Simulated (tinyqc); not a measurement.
Complex band structure along [001] in sp3s* tight binding: sweeps and comparisons. A value that a table varies takes the place of the one given here.

For k = (0, 0, kz) the phase sums are g0 = cos(phi) and g3 = i sin(phi), phi = kz a/4, and the s, pz, s* orbitals of anion (a) and cation (c) decouple from px, py. With z = exp(i phi), H(z) = H0 + z T + T^T/z for any complex z. H0 is diagonal (Esa, Epa, Exa, Esc, Epc, Exc). The anion-cation block is B(z) = z U + W/z and the cation-anion block z W^T + U^T/z, where U has Vss/2 (s,s), Vsapc/2 (s,z), -Vscpa/2 (z,s), Vxx/2 (z,z), Vxapc/2 (s*,z), -Vpaxc/2 (z,s*), and W has the same values with the s-z and s*-z signs reversed. |z| = 1 is a band state, |z| < 1 decays along [001] as exp(-kappa d) over a distance d, kappa = -(4/a) ln|z|. No spin-orbit coupling.

Values chosen for the exercise (near a published set for AlAs, fitted to gaps, whose masses and valley positions are rough (light masses up to twice too heavy); not measured data): p = (-7.491, 0.986, -1.158, 3.597, 7.501, 6.771, -6.706, 1.865, 4.265, 5.123, 5.521, 4.517, 5.003) eV (order Esa, Epa, Esc, Epc, Exa, Exc, Vss, Vxx, Vxy, Vsapc, Vscpa, Vxapc, Vpaxc); a = 5.662 angstrom (lattice constant); Eg = 2.276 eV (top of the energy range, the indirect gap); dE = 1.75 eV (E - Ev).

## Two branches across an indirect gap

Ev = 0.01498 eV

The smallest kappa with Re kz = 0 and the smallest with Re kz > 0, at energies E from Ev; a dash: no such root.

Decay constants:
```
E/Eg  E (eV)  kappa at Gamma (1/angstrom)  kappa off Gamma (1/angstrom)  its Re kz (2 pi/a)
0.05  0.1138                       0.0673                        0.6667               0.749
0.20  0.4552                       0.1282                        0.6227               0.756
0.35  0.7966                       0.1607                        0.5723               0.763
0.50  1.1380                       0.1806                        0.5131               0.771
0.65  1.4794                       0.1914                        0.4408               0.780
0.80  1.8208                       0.1939                        0.3456               0.792
0.90  2.0484                       0.1905                        0.2546               0.804
0.97  2.2077                       0.1853                        0.1487               0.819
```

The branch from the valence band at Gamma decays more slowly below E/Eg of about 0.94, and the branch from the conduction valley above. The two differ in Re kz, so passing from one to the other needs kz from an abrupt interface, a steep field, a phonon or a defect. Valleys off the [001] axis, such as L, are not seen on these branches.

## Energy and lattice constant

The slowest root of the s-pz block and the heavy-hole branch, sinh^2(kappa a/4) = ((E - Epa)(E - Epc) - Vxx^2)/(Vxx^2 - Vxy^2), at E = Ev + dE with Ev the lower root of [[Epa, Vxx], [Vxx, Epc]]; the couplings are kept when a changes. Each row changes one parameter from the base and keeps the others.

Results:
```
case                slowest kappa (1/angstrom)  heavy-hole kappa (1/angstrom)
base                                    0.1941                         0.3881
dE = 1.72 eV                            0.1940                         0.3869
a = 5.832 angstrom                      0.1884                         0.3768
```

The largest shifts from the base row, up to three for each result and ties (the steps differ in size, so this ranks the rows, not the parameters). slowest kappa (1/angstrom): a -0.0057, dE -0.0000. heavy-hole kappa (1/angstrom): a -0.0113, dE -0.0012. With the couplings fixed, kappa a stays, so kappa scales as 1/a.

Program tinyqc; command `OMP_NUM_THREADS=1 python tinyqc.py 1481736 1481737 out.jsonl`; about 0.02 s on one thread of a shared Intel(R) Xeon(R) Processor @ 2.30GHz.
